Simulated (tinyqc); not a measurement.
Signal and retention of a DRAM cell: failing cells against the refresh interval.

A stored one starts at Vd and leaks: Cs dV/dt = -I(V), I = a sqrt((V + Vb)/(Vd + Vb)) + b, with a = Ig exp[-(Eg1 q/kB)(1/T - 1/T0)] (generation in a depletion layer) and b = Is exp[-(Es q/kB)(1/T - 1/T0)]. The bit line is precharged to Vd/2, and charge sharing gives the signal (V - Vd/2) Cs/(Cs + Cb).

The cell fails below Vc = Vd/2 + dm (Cs + Cb)/Cs. With s = sqrt((Vc + Vb)/(Vd + Vb)), the time from Vd to Vc is t = [2 Cs (Vd + Vb)/a] [1 - s - (b/a) ln((a + b)/(a s + b))]. This time is the median of a log-normal spread: failing cells = Nc erfc(z/sqrt 2)/2, z = ln(t/tr)/sg.

Inputs (values chosen for the exercise):
- Vd = 1.2 V (array voltage)
- Cs = 16 fF (cell capacitance)
- Cb = 65 fF (bit-line capacitance)
- dm = 67 mV (smallest signal that the sense amplifier resolves)
- Vb = 1.47 V (built-in plus back-bias voltage of the storage junction)
- Ig = 3.8 fA (junction leakage at V = Vd and T0)
- Is = 0.21 fA (voltage-independent leakage at T0)
- Es = 0.26 eV (activation energy of Is)
- T0 = 358 K (reference temperature)
- T = 358 K (temperature)
- sg = 0.7 (deviation of ln(retention time) over the cells)
- Nc = 1.07e9 (cells)
- Eg1 = 0.5 eV (activation energy of Ig)

Constants: q = 1.602176634e-19 C, kB = 1.380649e-23 J/K. Results are converted to the units shown.

Results:
```
tr (ms)         z  failing cells
16         5.9986         1.0648
32         5.0084         293.64
64         4.0182          31377
128        3.0280       1.3172e6
256        2.0378       2.2242e7
1024     0.057341       5.1054e8
2048     -0.93287       8.8228e8
```

Estimate the missing row, tr = 512 ms.

Computed row:
```
tr (ms)       z  failing cells
512      1.0476       1.5774e8
```

With this row back in the table: Doubling the interval lowers z by ln 2/sg = 0.990 and multiplies the count by 276 between the first two rows and by 1.73 between the last two. It is above 1 in every row.

Range of the model: Real arrays also hold a tail of unusually leaky cells and cells whose retention varies in time, which this model lacks.

Numbers from tinyqc (`OMP_NUM_THREADS=1 python tinyqc.py 2130087 2130088 out.jsonl`; about 0.01 s on one thread of a shared Intel Xeon 2.30GHz).
